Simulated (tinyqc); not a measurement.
## Density of surface states from the Kelvin-probe reading

Inverse problem. n-type bulk, xi = Ec - EF = Vt ln(Nc/Nd), p0 = ni^2/Nd, ni = sqrt(Nc Nv) exp(-Eg/(2 Vt)), Eg in volts. b is the upward band bending, u = b/Vt. Space charge per area, in units of q: Qc = sign(b) sqrt((2 eps0 eps_r Vt/q) [(Nd + dn)(exp(-u) - 1) + Nd u + (p0 + dn)(exp(u) - 1)]), with dn the excess density under light (flat quasi-Fermi levels; 0 in the dark). The states hold -Ds (E0 - xi - b): negative while the Fermi level lies above the neutrality level. Neutrality: Qc + Qf + (charge of the states) = 0. Work function chi + xi + b; contact potential difference CPD = (work function of the sample) - pt. Find b, Qc and Ds.

Parameters, values chosen for the exercise; band and dielectric values close to those of germanium: temperature T = 300 K; band gap Eg = 0.673 eV; relative permittivity eps_r = 15.8; conduction-band density of states at T Nc = 1.03e19 cm^-3; valence-band density of states at T Nv = 6.01e18 cm^-3; electron affinity chi = 3.97 eV; donor density Nd = 2.9e17 cm^-3; fixed positive charge at the surface Qf = 0 cm^-2; work function of the probe tip pt = 4.94 eV; depth of their neutrality level below the conduction edge E0 = 0.36 eV.

Constants: q = 1.602176634e-19 C, kB = 1.380649e-23 J/K, Vt = kB T/q, eps0 = 8.8541878128e-14 F/cm where lengths are in cm. Results are converted to the units shown.

CPD = -619.04861 mV

Answer. The CPD gives b, b gives Qc, and neutrality gives Ds.

b = 0.2587 V
Qc = 1.086e12 cm^-2
Ds = 1.200e14 cm^-2 eV^-1

tinyqc, about 0.01 s, one thread, Intel Xeon 2.30GHz (shared host): `OMP_NUM_THREADS=1 python tinyqc.py 2430045 2430046 out.jsonl`
